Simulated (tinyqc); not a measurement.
From results back to parameters: three-band tight binding of a dichalcogenide monolayer. Three cases, with inputs chosen for the exercise.

Problem. In the three-band model the dz2 level is e1 + 6 t0 at Gamma and e1 - 3 t0 at K; without spin-orbit coupling the other levels are e2 + 3 s at Gamma (twofold) and e2 - 3s/2 -/+ 3 sqrt3 t12 at K, s = t11 + t22, t12 > 0. The levels below come from hidden values.

Find: e1, t0, e2, t11 + t22, t12.

Method. The dz2 levels differ by 9 t0. The level at Gamma lies 9s/2 above the mean of the two at K, whose splitting is 6 sqrt3 t12. t1, t2 and t11 - t22 need masses or other points.

Case 1.

dz2 levels (eV): Gamma -0.3860, K 1.1080

other levels (eV): Gamma 3.35200, K lower 0.03283, K upper 2.55817

Solution.

e1, t0, e2, t11 + t22, t12 (eV): 0.610  -0.166  1.981  0.457  0.243

Case 2.

dz2 levels (eV): Gamma -0.0620, K 1.5940

other levels (eV): Gamma 2.91400, K lower -0.09919, K upper 3.43419

Solution.

e1, t0, e2, t11 + t22, t12 (eV): 1.042  -0.184  2.083  0.277  0.340

Case 3.

dz2 levels (eV): Gamma -0.1370, K 1.7440

other levels (eV): Gamma 2.97600, K lower -0.07789, K upper 3.99589

Solution.

e1, t0, e2, t11 + t22, t12 (eV): 1.117  -0.209  2.298  0.226  0.392

Computed by tinyqc, one run a case: `OMP_NUM_THREADS=1 python tinyqc.py N N+1 out.jsonl` with N = 1481165, 1481174, 1481305; one thread of a shared Intel(R) Xeon(R) Processor @ 2.30GHz, about 0.03 s a run at most.
